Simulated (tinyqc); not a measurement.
# Resistance of a source-drain extension with a graded tip: effects of single changes

y runs along the channel, the gate covers y > 0. The doping is N0 for y < y0 and N0 10^(-(y - y0)/la) beyond, uniform over the depth xj. Sheet conductance s(y) = q mu(N) max(N - Nch, 0) xj + (for y > 0) ma Cox Vo, with mu(N) = u0 + (u1 - u0)/(1 + (N/Nr)^au) and Cox = eps0 eox/tox. Current is taken as one-dimensional; depletion of the tip, spreading and the contact are left out. The metallurgical junction lies at yj, where N = Nch.

Inputs (values chosen for the exercise); mobility law close to that of electrons in silicon: relative permittivity of the gate insulator (close to silicon dioxide) eox = 3.9; insulator thickness tox = 1.5 nm; active doping of the extension far from the gate N0 = 8.4e19 cm^-3; lateral abruptness la = 4.6 nm/decade; position under the gate where the fall begins (gate edge at 0) y0 = 4.7 nm; depth of the extension xj = 9 nm; channel doping Nch = 6e17 cm^-3; spacer length Ls = 19 nm; gate overdrive Vo = 0.65 V; mobility of the gate-induced layer ma = 240 cm^2/(V s); mobility at low doping u1 = 1414 cm^2/(V s); mobility at high doping u0 = 68.5 cm^2/(V s); reference doping Nr = 9.2e16 cm^-3; exponent au = 0.711; gate length Lg = 45 nm.

Constants: q = 1.602176634e-19 C, eps0 = 8.8541878128e-14 F/cm where lengths are in cm. Results are converted to the units shown.

Each table varies one quantity; the others keep the values above.

## Abruptness at a fixed junction position

R_spacer = integral of dy/s from -Ls to 0, R_ov from 0 to yj, R_channel = (Lg - 2 yj)/(ma Cox Vo), R_total = 2 R_spacer + 2 R_ov + R_channel. Electrical length L_eff = ma Cox dR_total/d(1/Vo); R_series = R_total - L_eff/(ma Cox Vo). y0 is moved with la so that yj stays at 14.572 nm.

The same in every row: yj (nm) = 14.57; R_channel (ohm um) = 44.15.

Results:
```
la (nm/decade),R_spacer (ohm um),R_ov (ohm um),R_total (ohm um),L_eff (nm),R_series (ohm um)
1,20.00,13.71,111.6,20.06,55.72
2.3,20.00,17.05,118.3,22.67,55.14
3.6,20.00,20.40,125.0,25.28,54.56
4.9,20.00,23.75,131.7,27.89,53.99
6.1,20.00,26.84,137.8,30.30,53.45
7.4,20.29,30.04,144.8,32.85,53.34
10,28.54,33.80,168.8,36.44,67.35
```

Estimate the missing row, la = 8.7 nm/decade.

Computed row:
```
la (nm/decade),R_spacer (ohm um),R_ov (ohm um),R_total (ohm um),L_eff (nm),R_series (ohm um)
8.7,22.97,32.30,154.7,34.91,57.47
```

With this row back in the table: As la goes from 1 to 10 nm/decade, R_total rises from 112 to 169 ohm um, R_spacer rises from 20.0 to 28.5 ohm um and R_ov rises from 13.7 to 33.8 ohm um. R_total changes on average by 6.36 ohm um for each nm/decade. L_eff exceeds the metallurgical length by 4.20 nm in the first row and 20.6 nm in the last, since the gate also controls the lightly doped tips.

## Effect of the active doping of the extension far from the gate

Same model as above.

Results:
```
N0 (cm^-3),yj (nm),R_spacer (ohm um),R_ov (ohm um),R_channel (ohm um),R_total (ohm um),L_eff (nm),R_series (ohm um)
2e19,11.71,69.88,23.49,60.12,246.9,34.31,151.3
3.1e19,12.58,48.36,23.56,55.24,199.1,32.14,109.6
4.7e19,13.41,33.69,23.41,50.61,164.8,30.07,81.09
7.2e19,14.26,23.01,23.10,45.87,138.1,28.01,60.11
1.1e20,15.11,15.61,22.74,41.15,117.8,26.06,45.29
2.6e20,16.83,6.938,22.08,31.58,89.61,22.36,27.35
4e20,17.69,4.584,21.84,26.79,79.63,20.59,22.29
```

Estimate the missing row, N0 = 1.7e20 cm^-3.

Computed row:
```
N0 (cm^-3),yj (nm),R_spacer (ohm um),R_ov (ohm um),R_channel (ohm um),R_total (ohm um),L_eff (nm),R_series (ohm um)
1.7e20,15.98,10.39,22.38,36.31,101.8,24.15,34.59
```

With this row back in the table: As N0 goes from 2e19 to 4e20, R_total falls from 247 to 79.6 ohm um, L_eff falls from 34.3 to 20.6 nm and R_series falls from 151 to 22.3 ohm um.

tinyqc, about 0.03 s, one thread, Intel Xeon 2.30GHz (shared host): `OMP_NUM_THREADS=1 python tinyqc.py 2282218 2282219 out.jsonl`
